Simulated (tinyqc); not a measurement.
Inside a calculation. Model: floating body of a partially depleted SOI transistor: body voltage and kink.

Program tinyqc, `OMP_NUM_THREADS=1 python tinyqc.py 2182104 2182105 out.jsonl`; Intel Xeon 2.30GHz, shared host, one thread, about 0.2 s. Printed values are rounded.

Source at 0 V. Channel current Ic = 2 nf K Vt^2 [F(0) - F(Vd)](1 + la Vd), F(V) = ln^2(1 + exp((Vg - VT - nf V)/(2 nf Vt))), VT = VT0 - gb Vb. Saturation voltage Vs = 2 Vt sqrt(F(0)) + 3 Vt, excess Ve = (Vd - Vs + sqrt((Vd - Vs)^2 + 0.0004 V^2))/2, multiplication M1 = Ai Ve exp(-Bl/Ve). Each junction passes D(v) = J1 (exp(v/Vt) - 1) + J2 (exp(v/(2 Vt)) - 1). Bipolar current Ib = bb J1 (exp(Vb/Vt) - 1). The body settles where M1 (Ic + Ib) = D(Vb) + D(Vb - Vd) + Vb/Rb; drain current Id = (1 + M1)(Ic + Ib) - D(Vb - Vd).

Parameters, values chosen for the exercise; values of the order met in partially depleted silicon-on-insulator transistors: temperature T = 300 K; threshold at zero body voltage VT0 = 0.39 V; fall of the threshold per volt of body voltage gb = 0.11; slope factor nf = 1.31; gain factor per width K = 140 uA/(V^2 um); channel-length modulation factor la = 0.03 1/V; impact-ionisation prefactor Ai = 3.7 1/V; impact-ionisation voltage Bl = 5.5 V; diffusion saturation current of each junction J1 = 2.1e-13 uA/um; recombination saturation current of each junction J2 = 4.5e-9 uA/um; gain of the lateral bipolar transistor on the diffusion current bb = 0; resistance of a weak body tie to the source (1e9 stands for no tie, and the term is then dropped) Rb = 1e9 kohm um; gate voltage Vg = 0.89 V; drain voltage Vd = 2.3 V.

Constants: q = 1.602176634e-19 C, kB = 1.380649e-23 J/K, Vt = kB T/q. Results are converted to the units shown.

Range of the model: The multiplication law is an empirical form chosen for the exercise; self-heating and capacitive coupling to the body are left out, and the linear laws are rough once Vb passes about 0.7 V or M1 about 0.1.

## Starting value

Vb = 0.72 V.

Vb at the start = 0.72 V

## Iteration 1: new Vb

Current into the body I_in = M1 (Ic + Ib) - D(Vb - Vd), current out I_out = D(Vb) + Vb/Rb; f = ln(I_in/I_out), s = df/dVb by central differences over 1e-5 V, Vb(new) = Vb - f/s.

Ic = 19.1638 uA/um
Ve = 1.78035 V
M1 = 0.299953
I_in = 5.74822 uA/um
I_out = 0.266652 uA/um
f = 3.07070
s = -38.1305 1/V
Vb after iteration 1 = 0.800531 V

## Iteration 2: new Vb

As before.

Ic = 19.7543 uA/um
Ve = 1.77359 V
M1 = 0.295315
I_in = 5.83376 uA/um
I_out = 5.91980 uA/um
f = -0.0146417
s = -38.4239 1/V
Vb after iteration 2 = 0.800150 V

## Iteration 3: new Vb

As before.

Ic = 19.7515 uA/um
Ve = 1.77362 V
M1 = 0.295337
I_in = 5.83336 uA/um
I_out = 5.83336 uA/um
f = -1.15462e-7
s = -38.4233 1/V
Vb after iteration 3 = 0.800150 V

## Course of the iteration

Stop when the step is below 1e-10 V, or after 40 iterations.

Course of the iteration:

| iteration | Vb before the step (V) | step (V) |
|---|---|---|
| 1 | 0.72 | 0.0805 |
| 2 | 0.800531 | -3.81e-4 |
| 3 | 0.800150 | -3.00e-9 |
| 4 | 0.800150 | 0 |

Converged in 4 iterations.

## Drain current with floating and with grounded body

converged Vb = 0.800150 V

Id and VT at the converged Vb, Id at Vb = 0, their ratio, and the bipolar share Ib/(Ic + Ib).

VT = 0.301983 V
Id, floating = 25.5849 uA/um
Id, grounded = 19.1854 uA/um
ratio = 1.33356
bipolar share = 0.00000 %

The body rises to 0.800 V and lowers the threshold by 88.0 mV.
